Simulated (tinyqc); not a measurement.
From results back to parameters: band offset of a heterojunction with an interface dipole (two-band chains, self-consistent charge). Four cases, with inputs chosen for the exercise.

Problem. D0 is the offset of the mid-gaps without dipole, chi the charge moved per eV of offset and u the potential step per electron moved. In linear response the valence offset is S D0 - (G2 - G1)/2 with S = 1/(1 + u chi/2). Two interfaces between the same crystals differ in D0 by a known amount, as from a layer of fixed dipoles; their offsets come from hidden S and D0.

Find: S; D0 of the first; u.

Method. S is the change of the offset over the change of D0; then D0 = (offset + (G2 - G1)/2)/S and u = 2 (1/S - 1)/chi.

Case 1.

Values chosen (out of a larger set: gaps near those of SiC and SiO2; the chains and D0 are free models, so the offsets are not those of the real pair; not measured data): G1 = 3.04 eV (gap on the left); G2 = 8.68 eV (gap on the right).

chi = 0.06397 1/eV

valence offsets (eV): first -2.95076, second -2.04478

D0(second) - D0(first) = 0.97 eV

Solution.

S = 0.934
D0 of the first = -0.14 eV
u = 2.2 eV

Case 2.

Values chosen (out of a larger set: gaps near those of Si and SiO2; the chains and D0 are free models, so the offsets are not those of the real pair; not measured data): G1 = 1.1 eV (gap on the left); G2 = 9.41 eV (gap on the right).

chi = 0.06853 1/eV

valence offsets (eV): first -4.41676, second -3.42698

D0(second) - D0(first) = 1.21 eV

Solution.

S = 0.818
D0 of the first = -0.32 eV
u = 6.5 eV

Case 3.

Values chosen (out of a larger set: gaps near those of GaAs and AlAs; the chains and D0 are free models, so the offsets are not those of the real pair; not measured data): G1 = 1.43 eV (gap on the left); G2 = 2.22 eV (gap on the right).

chi = 0.29326 1/eV

valence offsets (eV): first -0.58960, second 0.06370

D0(second) - D0(first) = 0.94 eV

Solution.

S = 0.695
D0 of the first = -0.28 eV
u = 3.0 eV

Case 4.

Values chosen (out of a larger set: gaps near those of GaAs and AlAs; the chains and D0 are free models, so the offsets are not those of the real pair; not measured data): G1 = 1.44 eV (gap on the left); G2 = 2.28 eV (gap on the right).

chi = 0.28188 1/eV

valence offsets (eV): first -0.49154, second -0.28714

D0(second) - D0(first) = 0.40 eV

Solution.

S = 0.511
D0 of the first = -0.14 eV
u = 6.8 eV

Computed by tinyqc, one run a case: `OMP_NUM_THREADS=1 python tinyqc.py N N+1 out.jsonl` with N = 1451605, 1451623, 1451638, 1451668; one thread of a shared Intel(R) Xeon(R) Processor @ 2.30GHz, about 0.5 s a run at most.
